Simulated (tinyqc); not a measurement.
Shallow acceptor in the spherical model (Baldereschi-Lipari), strong spin-orbit limit. From one set of inputs to another, one input at a time. Computed by tinyqc, a small Python program. Command: `OMP_NUM_THREADS=1 python tinyqc.py 3020628 3020629 out.jsonl acceptor ladder`. One thread of a shared host (Intel(R) Xeon(R) Processor @ 2.30GHz), about 0.03 s of CPU time with the checks.

The 1S(3/2) state has an s envelope f(r) and a d envelope g(r). In effective units they obey -(f'' + 2f'/r + 2f/r) + mu (g'' + 5g'/r + 3g/r^2) = E f and -(g'' + 2g'/r - 6g/r^2 + 2g/r) + mu (f'' - f'/r) = E g. The cubic term, the split-off band and the central cell are left out.

The inputs printed are set A. Set A is modelled on germanium; the values taken over come from a set modelled on InAs. Inputs not listed in the table keep their values of set A, so the rows need not describe a real material.

Inputs (values chosen for the exercise, modelled on germanium):
```
quantity                 value  unit
Luttinger gamma_1         13.2     -
Luttinger gamma_2         4.32     -
Luttinger gamma_3         5.76     -
dielectric constant eps   15.5     -
```

Constants: Ry = 13.605693123 eV; a_0 = 0.529177210903 angstrom.

Method:
- Ry* = Ry/(gamma_1 eps^2), a* = a_0 eps gamma_1, mu = (6 gamma_3 + 4 gamma_2)/(5 gamma_1), delta = (gamma_3 - gamma_2)/gamma_1; spherical masses 1/(gamma_1 (1 - mu)) (heavy) and 1/(gamma_1 (1 + mu)) (light).
- Basis: f_i = exp(-zeta_i r), g_i = r exp(-zeta_i r), weight r^2 dr, s = zeta_i + zeta_j. S_ff = 2/s^3, H_ff = zeta_i zeta_j S_ff - 2/s^2; S_gg = 24/s^5, H_gg = 8/s^3 + 24 zeta_i zeta_j/s^5 - 12/s^4; H(f_i, g_j) = mu (6 zeta_i^2/s^4 + 2 zeta_i/s^3); S_fg = 0. Each function is normalised by sqrt(S_ii).
- Large basis: zeta_i = 0.08 x 1.55^(i-1), i = 1..20 in each channel; overlap eigenvalues below 1e-11 are dropped.
- Binding energies are -E Ry*; the mass that fits is E(1S) eps^2/Ry.

Each row keeps all changes above it:
```
input moved              from    to  1S(3/2) binding energy (meV)  d weight of 1S(3/2)  light-hole mass (m_0)
set A                       -     -                         10.44               0.2865                0.04243
Luttinger gamma_1        13.2    20                          3.76               0.1184                0.03293
Luttinger gamma_2        4.32  8.17                          4.92               0.2047                0.02990
Luttinger gamma_3        5.76  9.25                         11.59               0.3706                0.02657
dielectric constant eps  15.5  14.9                         12.54               0.3706                0.02657
```

Which inputs carry the difference?

1S(3/2) binding energy goes from 10.4 to 12.5, a factor 1.20 in all. The largest single move comes from Luttinger gamma_1 (a factor 0.361), but it runs against the net change; the largest move in the direction of the net change is Luttinger gamma_3 (a factor 2.36). d weight of 1S(3/2) goes from 0.286 to 0.371, a factor 1.29 in all. The largest single move comes from Luttinger gamma_1 (a factor 0.413), but it runs against the net change; the largest move in the direction of the net change is Luttinger gamma_3 (a factor 1.81). Light-hole mass goes from 0.0424 to 0.0266, a factor 0.626 in all. The largest single move comes from Luttinger gamma_1 (a factor 0.776). The single moves hold for this order of the switches; the total does not depend on the order.

Extremes, crossings and ranges named in words are read from the listed rows.
